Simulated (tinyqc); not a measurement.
Trench capacitor in an array: capacitance, non-linearity, leakage and relaxation: one step of the calculation.

A film between two metal electrodes, each interface adding a series capacitance ci. The small-signal permittivity is ek (1 + aq E^2); the field is found with the linear permittivity. Leakage J = J0 sinh(E/Ef). After a voltage step the film passes a relaxation current kr C V tt^(-nr), tt being the time in seconds. The sidewall is a coaxial capacitor with radii a = dm/2 - t and b = dm/2, depth AR dm; the end face is left out.

Question. Cell capacitance, fields and time constant. Per length 1/c = ln(b/a)/(2 pi eps0 ek) + (1/a + 1/b)/(2 pi ci); cell capacitance c AR dm; per footprint over pt^2; fields c V/(2 pi eps0 ek r) at r = a and b; resistance of the inner electrode rho AR dm/(pi a^2); time constant R C/3 of the distributed line.

Inputs (values chosen for the exercise); permittivity of the order of that of zirconium oxide:
```
symbol,value,unit,meaning
ek,33.3,,relative permittivity of the film
t,14,nm,film thickness
ci,47,uF/cm^2,capacitance of each electrode interface (dead layer and screening)
V,0.8,V,bias
dm,94,nm,diameter of the hole
AR,30,,"aspect ratio, depth over diameter"
pt,180,nm,pitch of the square array
rho,290,uohm cm,resistivity of the inner electrode
```

Constants: eps0 = 8.8541878128e-14 F/cm where lengths are in cm. Results are converted to the units shown.

Find: a; b; cell capacitance; capacitance per footprint; field at a; field at b; R; R C/3.

Answer.

a = 33.00 nm
b = 47.00 nm
cell capacitance = 13.53 fF
capacitance per footprint = 41.77 uF/cm^2
field at a = 0.6280 MV/cm
field at b = 0.4410 MV/cm
R = 2.390 kohm
R C/3 = 10.78 ps

The array gives 21.6 times the planar capacitance per footprint; curvature makes the field at the inner electrode 1.20 times the planar value.

Numbers from tinyqc (`OMP_NUM_THREADS=1 python tinyqc.py 2102154 2102155 out.jsonl`; about 0.01 s on one thread of a shared Intel Xeon 2.30GHz).
